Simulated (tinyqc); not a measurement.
Surface segregation during layer-by-layer epitaxy: two-layer exchange kinetics and the shape of quantum wells and delta layers: one step, computed by the program tinyqc. Command: `OMP_NUM_THREADS=1 python tinyqc.py 3023820 3023821 out.jsonl mbeseg walk`. One thread of a shared host (Intel(R) Xeon(R) Processor @ 2.30GHz), about 0.01 s of CPU time with the checks.

Atoms A and B exchange only between the growing layer and the one below it. B is supplied for N layers, then pure A follows.

Question. The second layer. Each layer is deposited complete with B share x_dep and then exchanges for the time tau = 1/G with the layer below, whose share is b (total c = s + b fixed): ds/dt = p1 b (1 - s) - p2 s (1 - b), s(0) = x_dep. With the roots s1 < s2 of the right side, (s - s1)/(s - s2) = [(s(0) - s1)/(s(0) - s2)] exp(-(p1 - p2)(s2 - s1) tau). The lower layer is then buried with c - s, and s becomes the b of the next layer. Layer 1 is deposited on pure A with share x0; with nothing to lift from below, take b = 0 and s(0) = x0 for it. Then layer 2 has x_dep = x0.

Inputs (values chosen for the exercise, close to those used for antimony in silicon):
```
quantity                                   value      unit
growth rate G                                1.7  layers/s
share x0 of B in the flux during the well   0.13         -
layers in the well N                           4         -
temperature T                                350         C
```

p1 = 0.008464538 1/s

p2 = 1.725060e-07 1/s

Give: share in layer 1 after its exchange; root s1 for layer 2; root s2 for layer 2; share in layer 2 after its exchange; share buried in layer 1.

Answer.

share in layer 1 after its exchange = 0.1300

root s1 for layer 2 = 0.2600

root s2 for layer 2 = 1.000

share in layer 2 after its exchange = 0.1306

share buried in layer 1 = 0.1294
